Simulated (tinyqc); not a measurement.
From one set of inputs to another, one input at a time: valley-orbit splitting of a donor ground state, with strain. Computed by tinyqc, a small Python program. Command: `OMP_NUM_THREADS=1 python tinyqc.py 3001236 3001237 out.jsonl valleyorbit ladder`. One thread of a shared host (Intel(R) Xeon(R) Processor @ 2.30GHz), about 0.01 s of CPU time with the checks.

The basis is the 1s envelope in each valley; energies are counted from the unstrained conduction-band edge. The strain is e_s (a a^T - 1/3) for the unit stress axis a, so valley j along n_j moves by Xi_u e_s w_j with w_j = (n_j.a)^2 - 1/3: -1/3 for x and y, +2/3 for z.

The inputs printed are set A. Inputs not listed in the table keep their values of set A, so the rows need not describe a real material.

Inputs (values chosen for the exercise, for a model many-valley semiconductor):

| quantity | value | unit |
|---|---|---|
| single-valley binding energy E_0 | 20.9 | meV |
| central-cell shift Lambda | 0.98 | meV |
| coupling Delta_1 | 1.27 | meV |
| coupling Delta_2 | 1.77 | meV |
| shear deformation potential Xi_u | 8.89 | eV |
| shear strain e_s | -0.0014 | - |
| temperature T | 120 | K |
| donor density N_D | 4.8e+17 | cm^-3 |
| density-of-states mass of one valley m_e | 0.327 | m_0 |

Valleys: six along <100>. Stress axis: [001].

Constants: k_B = 8.617333262e-05 eV/K; m_0 = 9.1093837015e-31 kg; k_B = 1.380649e-23 J/K; h = 6.62607015e-34 J s.

Method:
- H_jj = -(E_0 + Lambda) + Xi_u e_s w_j; H_jk = -Delta_2 between opposite valleys and -Delta_1 between perpendicular ones.
- Diagonalise H; the ground vector has positive components. The density at the nucleus, and so the contact hyperfine coupling, scales as (sum_j c_j)^2/(number of valleys), which is 1 without strain; the envelopes are held fixed.
- The binding energy is counted from the lowest valley edge, min_j Xi_u e_s w_j; the gap is from the ground state to the next level.
- z = sum over levels of exp(-(E - E_ground)/k_B T), the ground-state share being 1/z; N_c = 2 (2 pi m_e k_B T/h^2)^(3/2) sum_j exp(-(shift_j - lowest shift)/k_B T); n1 = N_c/(2 z) exp(-binding/k_B T), binding = lowest shift - E_ground; without compensation n = 2 N_D/(1 + sqrt(1 + 4 N_D/n1)) (Boltzmann statistics; p and higher states left out).

Each row keeps all changes above it:

| input moved | from | to | binding energy under strain (meV) | hyperfine ratio A/A_0 | share of neutral donors in the ground state |
|---|---|---|---|---|---|
| set A | - | - | 24.82 | 0.6418 | 0.3951 |
| donor density N_D (cm^-3) | 4.8e+17 | 3e+17 | 24.82 | 0.6418 | 0.3951 |
| shear deformation potential Xi_u (eV) | 8.89 | 8.81 | 24.83 | 0.6444 | 0.3938 |
| shear strain e_s | -0.0014 | -0.00053 | 26.33 | 0.9046 | 0.3211 |
| coupling Delta_2 (meV) | 1.77 | 3.18 | 27.74 | 0.9046 | 0.3550 |
| central-cell shift Lambda (meV) | 0.98 | 6.82 | 33.58 | 0.9046 | 0.3550 |
| temperature T (K) | 120 | 200 | 33.58 | 0.9046 | 0.2699 |
| single-valley binding energy E_0 (meV) | 20.9 | 32.5 | 45.18 | 0.9046 | 0.2699 |

Where does the difference come from?

Binding energy under strain goes from 24.8 to 45.2, a factor 1.82 in all. The largest single move comes from single-valley binding energy E_0 (a factor 1.35). Hyperfine ratio A/A_0 goes from 0.642 to 0.905, a factor 1.41 in all. The largest single move comes from shear strain e_s (a factor 1.40). Share of neutral donors in the ground state goes from 0.395 to 0.270, a factor 0.683 in all. The largest single move comes from temperature T (a factor 0.760), and coupling Delta_2 works against it (a factor 1.11). The single moves hold for this order of the switches; the total does not depend on the order.

Caution (all rows): k_B T exceeds a third of E_0, so the p and higher states, left out, hold part of the bound electrons. Caution (all rows): at this donor density neighbouring orbits begin to overlap and the depth shrinks, which a fixed level leaves out.

Extremes, crossings and ranges named in words are read from the listed rows.
